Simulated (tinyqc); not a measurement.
Worked calculation: lattice vibrations of a chain. One step of it, computed by the program tinyqc.

Problem. Frequencies. omega^2 are the eigenvalues; wavenumber = 521.4708 sqrt(eigenvalue) 1/cm.

D(q) (eV/(angstrom^2 u)):
```
                     1                    2
1             1.373874  -0.019041+0.073132i
2  -0.019041-0.073132i             0.260239
```

Give: eigenvalues; wavenumbers; weights |e|^2 of the mass-weighted modes.

Solution.

eigenvalues: 0.2551  1.3790

wavenumbers (1/cm): 263.4  612.4

weights |e|^2 of the mass-weighted modes:
```
        mode 1  mode 2
atom 1  0.0045  0.9955
atom 2  0.9955  0.0045
```
